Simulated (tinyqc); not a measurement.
# Undoped symmetric double-gate MOSFET, analytic potential model: effect of the temperature

An undoped body of thickness ts between two equal insulators and tied gates; long channel, electrons only, n = ni exp((psi - V)/Vt) with V the quasi-Fermi potential (0 at the source, Vd at the drain), constant mobility, no quantisation. Across the body psi(x) = V - 2 Vt ln[(ts/(2 beta)) sqrt(q ni/(2 eps0 eps_r Vt)) cos(2 beta x/ts)], x from the centre. Q is the electron charge per area of the whole body.

Nc and Nv are given at 300 K and scale as (T/300 K)^1.5; Eg and mu are held fixed. ni = sqrt(Nc Nv) exp(-Eg/(2 Vt)), Eg in volts; r = eps_r tox/(eox ts); V0 = dphi + 2 Vt ln[(2/ts) sqrt(2 eps0 eps_r Vt/(q ni))]. beta (between 0 and pi/2) solves (Vg - V0 - V)/(2 Vt) = ln(beta) - ln(cos beta) + 2 r beta tan(beta). Q = 8 eps0 eps_r Vt beta tan(beta)/ts; I = mu (1/L)(4 eps0 eps_r/ts)(2 Vt)^2 [g(beta_s) - g(beta_d)] per width, g = beta tan(beta) - beta^2/2 + r beta^2 tan^2(beta), with beta_s at V = 0 and beta_d at V = Vd.  I(low) is taken at Vg = 0.32 V, Qs and I(high) at Vg = 1.07 V.

Values chosen for this exercise; material values close to those of In0.53Ga0.47As:
- Eg = 0.745 eV (band gap)
- eps_r = 14.1 (relative permittivity of the semiconductor)
- Nc = 2.06e17 cm^-3 (conduction-band density of states at the reference temperature)
- Nv = 7.78e18 cm^-3 (valence-band density of states at the reference temperature)
- eox = 22.2 (relative permittivity of the gate insulator)
- tox = 7.7 nm (insulator thickness)
- ts = 20 nm (body thickness)
- dphi = 0.23 V (gate work function less that of the intrinsic body)
- mu = 280 cm^2/(V s) (channel mobility)
- L = 2 um (gate length)
- Vd = 0.8 V (drain voltage)

Constants: q = 1.602176634e-19 C, kB = 1.380649e-23 J/K, Vt = kB T/q, eps0 = 8.8541878128e-14 F/cm where lengths are in cm. Results are converted to the units shown.

Results:
```
T (K)	V0 (V)	I(low) (nA/um)	Qs(high) (nC/cm^2)	I(high) (uA/um)
220	0.5837	2.283e-4	1901	59.10
250	0.5798	0.001879	1873	58.70
280	0.5757	0.01016	1850	58.51
310	0.5715	0.04071	1829	58.50
370	0.5627	0.3519	1798	58.91
400	0.5581	0.8307	1787	59.31
430	0.5534	1.762	1777	59.81
```

Estimate the missing row, T = 340 K.

Computed row:
```
T (K)	V0 (V)	I(low) (nA/um)	Qs(high) (nC/cm^2)	I(high) (uA/um)
340	0.5671	0.1304	1812	58.64
```

With this row back in the table: As T goes from 220 to 430 K, I(low) rises from 2.28e-4 to 1.76 nA/um and I(high) goes from 59.1 through a minimum of 58.5 (at T = 310 K among the rows listed) to 59.8 uA/um. V0 falls from 0.584 to 0.553 V. In every row the surface density at the source at the higher gate voltage passes 0.3 Nc, where Boltzmann statistics fail. In every row the mobility is held fixed, though a real one changes with T.

Numbers from tinyqc (`OMP_NUM_THREADS=1 python tinyqc.py 2440105 2440106 out.jsonl`; about 0.02 s on one thread of a shared Intel Xeon 2.30GHz).
